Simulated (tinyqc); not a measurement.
Worked calculation: ballistic transport through the one-dimensional subbands of a rectangular nanowire or nanosheet channel. Computed by tinyqc, a small Python program that keeps every step. Command: `OMP_NUM_THREADS=1 python tinyqc.py 3011759 3011760 out.jsonl wire walk`. One thread of a shared host (Intel(R) Xeon(R) Processor @ 2.30GHz), about 0.04 s of CPU time with the checks. Intermediate numbers are printed to about 6 digits and carried at full precision; extremes and crossings named in words are read from the listed rows.

Hard walls, parabolic subbands, transport along x. Energies are counted from the bulk conduction band edge at the top of the barrier, which the gate pulls down by U; the source Fermi level lies at the bulk edge when U = 0.

Inputs (values chosen for the exercise, modelled on silicon):
```
quantity                                   value  unit
light mass m_t                              0.18   m_0
heavy mass m_l                             0.909   m_0
height a                                     3.3    nm
width b                                      6.4    nm
equivalent oxide thickness t                 2.3    nm
gate voltage above flat band V_G            0.61     V
drain voltage V_D                           0.34     V
temperature T                                300     K
mean free path for back-scattering lambda     41    nm
channel length L                              70    nm
```

Valleys: silicon [100] wire.

Constants: hbar^2/(2 m_0) = 3.80998212 eV angstrom^2; k_B = 8.617333262e-05 eV/K; m_0 = 9.1093837015e-31 kg; k_B = 1.380649e-23 J/K; hbar = 1.054571817e-34 J s; eps_0 = 8.8541878128e-12 F/m; e = 1.602176634e-19 C; h = 6.62607015e-34 J s.

## Subbands

E_pq = (hbar^2 pi^2/2)(p^2/(m_y b^2) + q^2/(m_z a^2)); valley pairs: (m_x, m_y, m_z) = (m_t, m_t, m_l), (m_t, m_l, m_t), (m_l, m_t, m_t), each with degeneracy g = 2; the 10 lowest subbands are kept.

Subbands:
```
valley axis  p  q  E (meV)  m_x (m_0)
z            1  1   88.989      0.180
y            1  1  201.932      0.180
z            1  2  202.949      0.180
y            2  1  232.230      0.180
z            2  1  241.996      0.180
x            1  1  242.835      0.909
y            3  1  282.728      0.180
y            4  1  353.424      0.180
z            2  2  355.956      0.180
z            1  3  392.882      0.180
```

The second subband lies 112.9 meV, or 4.37 k_B T, above the first; the lowest belongs to the valleys with the heavy mass across the height.

## Self-consistent barrier

F_j(eta) = (1/Gamma(j + 1)) int_0^infinity x^j/(1 + exp(x - eta)) dx, F_0 = ln(1 + exp(eta)). Integrals over x = E/(k_B T) use 160 Gauss-Legendre points in u = sqrt(x) from 0 to sqrt(max(eta, 0) + 32). With degeneracy g = 2, eta_i = (U - E_i)/(k_B T) and u = e V_D/(k_B T): line density n = sum_i g sqrt(2 m_x k_B T/pi)/(2 hbar) [F_-1/2(eta_i) + F_-1/2(eta_i - u)]; gate: e n = C_ox (V_G - U/e), C_ox = 3.9 eps_0 2 (a + b)/t (flat-plate estimate); I = (2 e k_B T/h) sum_i g [F_0(eta_i) - F_0(eta_i - u)].

C_ox = 291.264 aF/micrometre

U = 193.632 meV

Occupation:
```
subband     eta_i   n_i (1/nm)  I_i (microampere)
1         4.04777  4.33902e-01        1.62846e+01
2        -0.32106  9.65003e-02        2.18510e+00
3        -0.36039  9.39000e-02        2.11961e+00
4        -1.49305  3.83454e-02        8.11967e-01
5        -1.87080  2.74251e-02        5.73805e-01
6        -1.90325  5.98450e-02        5.56701e-01
7        -3.44638  6.14415e-03        1.25645e-01
8        -6.18103  4.07215e-04        8.27714e-03
9        -6.27897  3.69276e-04        7.50567e-03
10       -7.70734  8.86045e-05        1.80039e-03
```

line density n = 0.756927 1/nm

ballistic current I = 22.6750 microampere

mean velocity I/(e n) = 1.86975 1e7 cm/s

1 of the subbands lie below the source Fermi level; the lowest carries 72 % of the current with 57 % of the charge. The gate spends 32 % of V_G on moving the bands.

## Conductance, capacitance and scattering

Linear conductance G = (2 e^2/h) sum_i g f(eta_i), g = 2, f = 1/(1 + exp(-eta_i)), with the barrier frozen at the eta_i above; current per perimeter I/(2(a + b)); with scattering, transmission lambda/(lambda + L) and low-bias resistance (1 + L/lambda)/G.

open modes sum g f = 4.59208

ballistic conductance = 355.798 microsiemens

current per perimeter = 1168.81 microampere/micrometre

transmission = 0.369369

low-bias resistance with scattering = 7.60914 kiloohm

Even without scattering the wire has h/(2 e^2 M) = 2.81 kiloohm, which sits in the contacts.

## Gate sweep

Open modes are sum_i g/(1 + exp(-eta_i)). The last column is e dn/dV_G over C_ox, taken up to the next row.

Against the gate voltage:
```
V_G (V)   U (meV)     n (1/nm)  I (microampere)   open modes     C_g/C_ox
-0.210   -210.001  1.94180e-06      3.93292e-05  1.96347e-05  4.99335e-04
-0.110   -110.051  9.27173e-05      1.87806e-03  9.37402e-04  3.50542e-02
0.009       4.778  7.67612e-03      1.56635e-01  7.67900e-02  4.10772e-01
0.140      81.966  1.05501e-01      2.37504e+00  9.17496e-01  6.62848e-01
0.240     115.682  2.26002e-01      5.74168e+00  1.66448e+00  7.27937e-01
0.370     151.050  3.98036e-01      1.14215e+01  2.52602e+00  8.00540e-01
0.510     178.974  6.01781e-01      1.80043e+01  3.67339e+00  8.61983e-01
0.670     201.057  8.52505e-01      2.54734e+01  5.14672e+00  8.96576e-01
0.840     218.639  1.12959e+00      3.34846e+01  6.65443e+00  9.14120e-01
1.000     232.380  1.39548e+00      4.12509e+01  7.94428e+00            -
```

Between the first two rows the current rises one decade per 60 mV, against the limit ln(10) k_B T/e = 60 mV. Above threshold C_g/C_ox lies between 0.66 and 0.91: the quantum capacitance in series costs a visible part.

Checks made by the program: density of the lowest subband against a direct sum over k (relative difference 1e-09).
